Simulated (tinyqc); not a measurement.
Velocity overshoot from momentum and energy balance equations after a field step. Changing the energy relaxation time tau_E. Computed by tinyqc, a small Python program. Command: `OMP_NUM_THREADS=1 python tinyqc.py 3029494 3029495 out.jsonl overshoot sweep`. One thread of a shared host (Intel(R) Xeon(R) Processor @ 2.30GHz), about 0.06 s of CPU time with the checks.

At t = 0 the field jumps from 0 to F in a uniform sample. v is the drift velocity and u = w - (3/2) k_B T the excess energy per carrier.

Inputs (values chosen for the exercise, modelled on electrons in silicon except for tau_E):
```
quantity                 value        unit
effective mass m          0.26         m_0
low-field mobility mu_0   1500  cm^2/(V s)
saturation velocity v_s   0.97    1e7 cm/s
field after the step F      41       kV/cm
lattice temperature T      300           K
time step dt                 3          fs
```

Scheme: explicit Euler.

Constants: m_0 = 9.1093837015e-31 kg; e = 1.602176634e-19 C; k_B = 8.617333262e-05 eV/K.

Method:
- dv/dt = e F/m - v/tau_m(u), du/dt = e F v - u/tau_E, tau_m(u) = tau_0/(1 + c u), tau_0 = m mu_0/e, c = mu_0/(e tau_E v_s^2); this choice gives the steady state v (1 + mu_0 F v/v_s^2) = mu_0 F, which saturates at v_s. Steady velocity v = 2 mu_0 F/(1 + sqrt(1 + 4 (mu_0 F/v_s)^2)); u = e F v tau_E; carrier temperature T + 2u/(3 k_B), neglecting the drift energy m v^2/2.
- Step: v_new = v + dt (e F/m - v/tau_m(u)), u_new = u + dt (e F v - u/tau_E). Start v = u = 0; the distance adds dt (v + v_new)/2.
- Run to 8 times the larger of tau_E and tau_0, but at most 20001 steps, and stop early if |v| > 1000 v_s or u < -1/(2c); the run is accepted if the last v is within 0.5 % of the steady value.

One run for each value; columns: (1) energy relaxation time tau_E (ps); (2) peak over steady velocity; (3) time of the peak (fs); (4) distance at the peak (nm); (5) steady carrier temperature (K):
```
(1)      (2)  (3)     (4)     (5)
0.10  1.5300   81   7.152   584.4
0.15  1.6901   93   9.226   726.5
0.24  1.9007  105  11.671   982.5
0.36  2.1036  117  14.359  1323.7
0.55  2.3366  135  18.644  1864.0
0.85  2.5983  153  23.534  2717.1
1.30  2.8738  174  29.761  3996.8
2.00  3.1713  198  37.581  5987.3
```

What does the table show, and why?

Over the rows, peak over steady velocity rises from 1.53 to 3.17 (exponent d ln y / d ln x 0.25 between the first rows and 0.23 between the last); time of the peak (fs) rises from 81.0 to 198 (exponent d ln y / d ln x 0.34 between the first rows and 0.30 between the last); distance at the peak (nm) rises from 7.15 to 37.6 (exponent d ln y / d ln x 0.63 between the first rows and 0.54 between the last). The steady velocity is the same in every row; a longer tau_E delays the heating and so lets v climb further towards mu_0 F.

Caution (rows 2.00): the excess energy exceeds 0.5 eV, where non-parabolicity, upper valleys and impact ionisation matter.

Extremes, crossings and ranges named in words are read from the listed rows.
